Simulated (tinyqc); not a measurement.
Metal gate on a two-layer dielectric stack with fixed charge and a dipole: one step of the calculation.

Gate, layer 2, layer 1, p-type semiconductor; x runs from the gate inwards. Charges are counted in units of +q. psi is the band bending at the surface, positive towards inversion. Classical charge, Boltzmann statistics, no interface traps.

Task. Equivalent thickness and work-function difference. EOT = 3.9 (t1/e1 + t2/e2), Cox = eps0/(t1/e1 + t2/e2); phi_ms = pM - (chi + Eg - Vt ln(Nv/Na)).

Inputs (values chosen for the exercise); band and dielectric values close to those of silicon, layer 1 close to aluminium oxide, layer 2 close to hafnium oxide:

| symbol | value | unit | meaning |
|---|---|---|---|
| T | 300 | K | temperature |
| Eg | 1.1 | eV | band gap |
| Nv | 2.65e19 | cm^-3 | valence-band density of states at T |
| chi | 4.12 | eV | electron affinity |
| Na | 1.9e18 | cm^-3 | acceptor density |
| pM | 4.76 | eV | work function of the gate metal |
| t1 | 1 | nm | thickness of layer 1, next to the semiconductor |
| e1 | 9.16 |  | relative permittivity of layer 1 |
| t2 | 4.4 | nm | thickness of layer 2, next to the gate |
| e2 | 21.4 |  | relative permittivity of layer 2 |

Constants: q = 1.602176634e-19 C, kB = 1.380649e-23 J/K, Vt = kB T/q, eps0 = 8.8541878128e-14 F/cm where lengths are in cm. Results are converted to the units shown.

Find: EOT; Cox; share of layer 1 in the EOT; phi_ms.

Result.

EOT = 1.2276 nm
Cox = 2.8128 uF/cm^2
share of layer 1 in the EOT = 34.682 %
phi_ms = -0.39187 V

Numbers from tinyqc (`OMP_NUM_THREADS=1 python tinyqc.py 2010155 2010156 out.jsonl`; about 0.01 s on one thread of a shared Intel Xeon 2.30GHz).
